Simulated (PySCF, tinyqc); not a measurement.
G0W0 on RHF in the sto-3g basis, for BeH+, spin multiplicity 1, step by step. The lowest restricted solution is unstable here: a spin-polarised one lies 0.0009 hartree lower (PySCF). One step of it, computed by the program tinyqc.

Task: G0W0 on Hartree-Fock: HOMO. W(p,q,m) = sqrt2 sum_ia (pq|ia) (X+Y)_ia,m; Sigma_c(x) = sum_(i,m) W^2/(x - e_i + w_m) + sum_(a,m) W^2/(x - e_a - w_m); solve x = e_p + Sigma_c(x) by Newton steps; Z = 1/(1 - dSigma/dx); 1 hartree = 27.211386 eV.

orbital energies (hartree): [-4.999041, -0.667092, -0.254715, -0.128424, -0.128424, 0.148117]

Two-electron integrals over orbitals (pq|rs), unique and non-zero (hartree):
```
(11|11) 2.275643    (21|11) -0.169458   (21|21) 0.021154    (22|11) 0.456777
(22|21) -0.000340   (22|22) 0.472825    (31|11) -0.172575   (31|21) 0.017321
(31|22) -0.014768   (31|31) 0.026624    (32|11) 0.067130    (32|21) -0.005614
(32|22) -0.067041   (32|31) 0.002033    (32|32) 0.054956    (33|11) 0.532938
(33|21) -0.011363   (33|22) 0.324004    (33|31) 0.002928    (33|32) 0.033630
(33|33) 0.437954    (41|41) 0.015588    (42|41) 0.013922    (42|42) 0.044751
(43|41) 0.013837    (43|42) 0.033686    (43|43) 0.049397    (44|11) 0.569238
(44|21) -0.006009   (44|22) 0.352137    (44|31) -0.006080   (44|32) 0.034632
(44|33) 0.387683    (44|44) 0.449859    (51|51) 0.015588    (52|51) 0.013922
(52|52) 0.044751    (53|51) 0.013837    (53|52) 0.033686    (53|53) 0.049397
(54|54) 0.024249    (55|11) 0.569238    (55|21) -0.006009   (55|22) 0.352137
(55|31) -0.006080   (55|32) 0.034632    (55|33) 0.387683    (55|44) 0.401360
(55|55) 0.449859    (61|11) 0.088887    (61|21) -0.014443   (61|22) -0.009367
(61|31) -0.002805   (61|32) 0.007760    (61|33) 0.015619    (61|44) 0.002219
(61|55) 0.002219    (61|61) 0.016452    (62|11) -0.134018   (62|21) 0.001597
(62|22) 0.028456    (62|31) 0.008202    (62|32) -0.053485   (62|33) -0.015815
(62|44) -0.067320   (62|55) -0.067320   (62|61) 0.004136    (62|62) 0.119789
(63|11) 0.069347    (63|21) -0.003260   (63|22) -0.056678   (63|31) 0.005125
(63|32) 0.050165    (63|33) 0.053980    (63|44) 0.031639    (63|55) 0.031639
(63|61) 0.007347    (63|62) -0.058084   (63|63) 0.066716    (64|41) -0.007679
(64|42) -0.026734   (64|43) -0.009459   (64|64) 0.023181    (65|51) -0.007679
(65|52) -0.026734   (65|53) -0.009459   (65|65) 0.023181    (66|11) 0.487496
(66|21) -0.001530   (66|22) 0.478169    (66|31) -0.013490   (66|32) -0.070519
(66|33) 0.351270    (66|44) 0.355233    (66|55) 0.355233    (66|61) -0.007352
(66|62) 0.057352    (66|63) -0.060533   (66|66) 0.517090
```

excitation energies w (hartree): [0.491604, 0.621484, 0.621484, 1.036287, 4.797214, 4.901728, 4.901728, 5.180047]

X + Y, order 1>3, 1>4, 1>5, 1>6, 2>3, 2>4, 2>5, 2>6:
```
[[-0.002876, 0.000000, 0.000000, -0.006058, 0.994363, 0.000000, 0.000000, -0.013867],
 [0.000000, -0.010632, -0.001024, 0.000000, 0.000000, 0.986436, -0.143465, 0.000000],
 [0.000000, 0.001024, -0.010632, 0.000000, 0.000000, 0.143465, 0.986436, 0.000000],
 [-0.006069, 0.000000, 0.000000, -0.002321, 0.015004, 0.000000, 0.000000, 0.996713],
 [0.905394, 0.000000, 0.000000, -0.095185, 0.000150, 0.000000, 0.000000, 0.000477],
 [0.000000, 0.926695, 0.089267, 0.000000, 0.000000, 0.001252, -0.000182, 0.000000],
 [0.000000, -0.089267, 0.926695, 0.000000, 0.000000, 0.000182, 0.001252, 0.000000],
 [0.194301, 0.000000, 0.000000, 0.876781, 0.001219, 0.000000, 0.000000, 0.000504]]
```

Give: The 12 largest terms at x = e_p; Newton steps; quasiparticle energy of the HOMO; Hartree-Fock value.

Result:

The 12 largest terms at x = e_p (hartree; W for the signs of X + Y given):
```
q  m        W       term
6  4   0.1556    -0.0131
2  1  -0.0779     0.0123
3  4  -0.0738    -0.0038
3  1   0.0556    -0.0034
4  2   0.0584    -0.0029
5  3   0.0584    -0.0029
2  4   0.0445     0.0019
6  1  -0.0356    -0.0010
2  5  -0.0209   9.13e-05
4  6   0.0195  -6.99e-05
5  7   0.0195  -6.99e-05
1  5   0.0241   6.34e-05
```

Newton steps (hartree):
```
step        x  Sigma_c(x)       Z
0     -0.6671     -0.0129  0.9557
1     -0.6794     -0.0123  0.9548
2     -0.6794     -0.0123  0.9548
```

quasiparticle energy of the HOMO = -18.4873 eV

Hartree-Fock value = -18.1525 eV
